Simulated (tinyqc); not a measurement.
# Surface segregation during layer-by-layer epitaxy: two-layer exchange kinetics and the shape of quantum wells and delta layers, step by step

A worked calculation. Computed by tinyqc, a small Python program that keeps every step. Command: `OMP_NUM_THREADS=1 python tinyqc.py 3012480 3012481 out.jsonl mbeseg walk`. One thread of a shared host (Intel(R) Xeon(R) Processor @ 2.30GHz), about 0.01 s of CPU time with the checks. Intermediate numbers are printed to about 6 digits and carried at full precision; extremes and crossings named in words are read from the listed rows.

Atoms A and B exchange only between the growing layer and the one below it. B is supplied for N layers, then pure A follows.

Inputs (values chosen for the exercise, close to those used for indium in GaAs):

| quantity | value | unit |
|---|---|---|
| barrier E1 for B to move up | 1.81 | eV |
| segregation energy E_s | 0.2 | eV |
| attempt frequency nu | 10 | THz |
| growth rate G | 0.25 | layers/s |
| share x0 of B in the flux during the well | 0.29 | - |
| layers in the well N | 8 | - |
| layer thickness | 2.83 | angstrom |
| temperature T | 450 | C |

Constants: k_B = 8.617333262e-05 eV/K.

## Exchange rates

p1 = nu exp(-E1/(k_B T)) (B up, A down), p2 = nu exp(-(E1 + E_s)/(k_B T)) (B down); time per layer tau = 1/G; K = p1/p2. Temperatures in kelvin are T(C) + 273.15. Dilute equilibrium share passed up per layer R_eq = K/(1 + K).

p1 = 2.43078 1/s

p2 = 0.0981532 1/s

p1 tau = 9.72310

K = 24.7651

R_eq = 0.961188

Exchange is fast against growth: the two layers are near equilibrium.

## The second layer

Each layer is deposited complete with B share x_dep and then exchanges for the time tau = 1/G with the layer below, whose share is b (total c = s + b fixed): ds/dt = p1 b (1 - s) - p2 s (1 - b), s(0) = x_dep. With the roots s1 < s2 of the right side, (s - s1)/(s - s2) = [(s(0) - s1)/(s(0) - s2)] exp(-(p1 - p2)(s2 - s1) tau). The lower layer is then buried with c - s, and s becomes the b of the next layer. Layer 1 is deposited on pure A with share x0; with nothing to lift from below, take b = 0 and s(0) = x0 for it. Then layer 2 has x_dep = x0.

share in layer 1 after its exchange = 0.274928

root s1 for layer 2 = 0.522597

root s2 for layer 2 = 1.12649

share in layer 2 after its exchange = 0.521996

share buried in layer 1 = 0.0429312

## Buried profile

In the dilute tail each layer passes up the share R = R_eq (1 - exp(-(p1 + p2) tau)); decay length = -layer thickness/ln R. Index 0 is the last layer of pure A below the well. Share of B outside the intended layers 1..N = 1 - (sum over 1..N)/(N x0).

Share of B:

| layer | intended | buried |
|---|---|---|
| 0 | 0.00 | 0.015072 |
| 1 | 0.29 | 0.042931 |
| 2 | 0.29 | 0.096531 |
| 3 | 0.29 | 0.174886 |
| 4 | 0.29 | 0.240472 |
| 5 | 0.29 | 0.272852 |
| 6 | 0.29 | 0.284597 |
| 7 | 0.29 | 0.288352 |
| 8 | 0.29 | 0.129963 |
| 9 | 0.00 | 0.086309 |
| 10 | 0.00 | 0.065238 |
| 11 | 0.00 | 0.052615 |
| 12 | 0.00 | 0.044111 |
| 13 | 0.00 | 0.037942 |
| 14 | 0.00 | 0.033234 |
| 18 | 0.00 | 0.021806 |
| 23 | 0.00 | 0.014625 |
| 33 | 0.00 | 0.007849 |

share passed up R = 0.961149

decay length = 71.4180 angstrom

peak share (largest buried share) = 0.288352

share of B outside the well = 0.340265

The peak reaches 99 % of x0. B is missing at the lower interface and trails into the cap. Caution: the floating layer fills towards saturation, so the dilute decay length holds only far out in the tail. Caution: two-layer exchange with complete layers is a simplification that can understate segregation at low temperature; desorption, step-edge exchange and surfactants are left out.

## Kinetic against equilibrium segregation over temperature

R_eq = K/(1 + K).

Segregation:

| T (C) | p1 tau | R_eq | R | decay length (angstrom) | peak share |
|---|---|---|---|---|---|
| 330 | 3.00697e-02 | 0.979122 | 0.029613 | 0.8041 | 0.290000 |
| 370 | 2.62268e-01 | 0.973626 | 0.229914 | 1.9251 | 0.289999 |
| 410 | 1.77505e+00 | 0.967622 | 0.813091 | 13.6773 | 0.288108 |
| 450 | 9.72310e+00 | 0.961188 | 0.961149 | 71.4180 | 0.288352 |
| 490 | 4.45628e+01 | 0.954402 | 0.954402 | 60.6378 | 0.288072 |
| 530 | 1.75502e+02 | 0.947337 | 0.947337 | 52.3106 | 0.287525 |
| 570 | 6.06889e+02 | 0.940063 | 0.940063 | 45.7869 | 0.286980 |
| 610 | 1.87554e+03 | 0.932641 | 0.932641 | 40.5822 | 0.286463 |

The decay length peaks at 450 C among these rows: below, exchange is too slow; above, equilibrium rules and K = exp(E_s/(k_B T)) falls. p1 tau passes 1 between 370 and 410 C, below which sharp interfaces can be grown. Caution: decay lengths below one layer thickness are only formal. Caution: in the hottest rows B can desorb, which is left out.

Checks made by the program: closed form against integration of the exchange equation (relative difference below 1e-10); conservation of B (relative difference below 1e-10).
